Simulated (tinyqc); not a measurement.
Changing the anneal time t: hydrogen passivation and dissociation of interface defects with a spread of activation energies. Computed by tinyqc, a small Python program. Command: `OMP_NUM_THREADS=1 python tinyqc.py 3002251 3002252 out.jsonl passivation sweep`. One thread of a shared host (Intel(R) Xeon(R) Processor @ 2.30GHz), about 0.01 s of CPU time with the checks.

All defects start passivated and lose hydrogen by HP -> P + H; no hydrogen is supplied. Activation energies are normally distributed.

Inputs (values chosen for the exercise, for a model interface):

| quantity | value | unit |
|---|---|---|
| defect density N_0 | 6.1e+11 | cm^-2 |
| mean dissociation energy E_d | 2.77 | eV |
| spread s_d | 0.059 | eV |
| prefactor k_d0 | 8.3e+12 | 1/s |
| anneal temperature T | 670 | K |

Ambient: vacuum.

Constants: k_B = 8.617333262e-05 eV/K.

Method. b = k_d0 exp(-E_d/k_B T); the active share of one kind of site is 1 - exp(-b t). Full average: z from -5 to 5 in steps of 0.125 with normalised weights exp(-z^2/2), energy = mean + spread x z.

One run for each value:

| anneal time t (s) | active share | active share, single energy |
|---|---|---|
| 1.00e+00 | 2.0405e-08 | 1.2105e-08 |
| 6.00e+00 | 1.2243e-07 | 7.2633e-08 |
| 3.00e+01 | 6.1214e-07 | 3.6316e-07 |
| 2.00e+02 | 4.0809e-06 | 2.4211e-06 |
| 1.00e+03 | 2.0404e-05 | 1.2105e-05 |
| 6.00e+03 | 1.2241e-04 | 7.2630e-05 |
| 3.00e+04 | 6.1161e-04 | 3.6310e-04 |
| 2.00e+05 | 4.0575e-03 | 2.4182e-03 |
| 1.00e+06 | 1.9843e-02 | 1.2032e-02 |

Describe and explain the trends.

Over the rows, active share rises from 2.04e-8 to 0.0198 (exponent d ln y / d ln x about 1.00 throughout); active share, single energy rises from 1.21e-8 to 0.0120 (exponent d ln y / d ln x about 1.00 throughout). The exponent of active share stays between 0.99 and 1.00, near 1: early dissociation, linear in time.

Extremes, crossings and ranges named in words are read from the listed rows.
